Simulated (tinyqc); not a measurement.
Quasi-harmonic thermal expansion with mode Grueneisen parameters. Changing the frequency nu_O. Computed by tinyqc, a small Python program. Command: `OMP_NUM_THREADS=1 python tinyqc.py 3013291 3013292 out.jsonl qha sweep`. One thread of a shared host (Intel(R) Xeon(R) Processor @ 2.30GHz), about 0.05 s of CPU time with the checks.

A crystal with two atoms a cell; per atom there are 1 transverse acoustic (TA), 1/2 longitudinal acoustic (LA) and 3/2 optical (O) modes. Every frequency of group i scales as nu_i (V/V0)^(-gamma_i). The acoustic groups have Debye spectra, density 3 nu^2/nu_i^3 up to nu_i (40 Gauss-Legendre points); the optical group has one frequency. Static energy: E = (9 V0 B0/16) [y^3 B' + y^2 (2 - 4 y)], y = (V0/V)^(2/3) - 1, with pressure P_s = (3 B0/2) (z^7 - z^5) [1 + (3/4)(B' - 4)(z^2 - 1)], z = (V0/V)^(1/3).

Inputs (values chosen for the exercise, modelled on magnesium oxide):
```
quantity                       value             unit
static volume V0                9.34  angstrom^3/atom
static bulk modulus B0           160              GPa
static B'                       4.07                -
frequency nu_TA                  8.7              THz
frequency nu_LA                 13.4              THz
Grueneisen parameter gamma_TA    1.2                -
Grueneisen parameter gamma_LA    1.6                -
Grueneisen parameter gamma_O     1.6                -
temperature T                    300                K
step factor f                      1                -
```

Acoustic groups: Debye.

Constants: h x 1 THz = 4.135667696 meV; k_B = 8.617333262e-05 eV/K; 1 eV/angstrom^3 = 160.2176634 GPa.

Method:
- For a mode with x = h nu/(k_B T), n = 1/(exp(x) - 1): U = h nu (n + 1/2), C/k_B = x^2 n (n + 1); U_i and C_i sum these over group i with its weight per atom.
- Phonon pressure P_ph = sum_i gamma_i U_i/V.
- gamma_th = sum gamma_i C_i / sum C_i; volume expansion coefficient alpha_V = gamma_th C k_B/(B0 V0); linear coefficient alpha_V/3; first-order volume change P_ph/B0.
- Start at V0 and step V(new) = V [1 + f (P_s + P_ph)/B0]; stop when |P_s + P_ph| < 1e-8 GPa, after 60 steps, or when V leaves 0.7 to 1.3 V0.
- B_T = -V d(P_s + P_ph)/dV at fixed T (central difference, step 1e-4 V); alpha_V = sum gamma_i C_i k_B/(B_T V), all at V(T); the linear coefficient is alpha_L = alpha_V/3.
- C_P - C_V = alpha_V^2 B_T V T; the optical frequency is nu_O (V/V0)^(-gamma_O).
- At T = 0, U_i is the zero-point energy (h nu/2 a mode); solve P_s + P_ph = 0.

One run for each value; columns: (1) frequency nu_O (THz); (2) zero-point volume change (%); (3) linear expansion coefficient (ppm/K); (4) gamma_th at V0; (5) volume change from V0 (%):
```
(1)      (2)    (3)    (4)    (5)
7.75   0.764  12.21  1.462  1.406
9.75   0.871  11.76  1.457  1.452
12.30  1.006  11.11  1.449  1.524
15.40  1.171  10.27  1.437  1.628
19.40  1.384   9.22  1.420  1.785
24.50  1.655   8.05  1.396  2.011
30.80  1.989   7.00  1.370  2.317
38.80  2.414   6.22  1.345  2.727
```

Over the rows, zero-point volume change (%) rises from 0.764 to 2.41 (exponent d ln y / d ln x 0.57 between the first rows and 0.84 between the last); linear expansion coefficient (ppm/K) falls from 12.2 to 6.22 (exponent d ln y / d ln x -0.16 between the first rows and -0.51 between the last); gamma_th at V0 falls from 1.46 to 1.35 (exponent d ln y / d ln x -0.015 between the first rows and -0.078 between the last). A stiffer optical group stores more zero-point energy, which pushes the volume up in proportion to gamma_O nu_O, but it freezes out of the heat capacity and so adds less to alpha at this T.
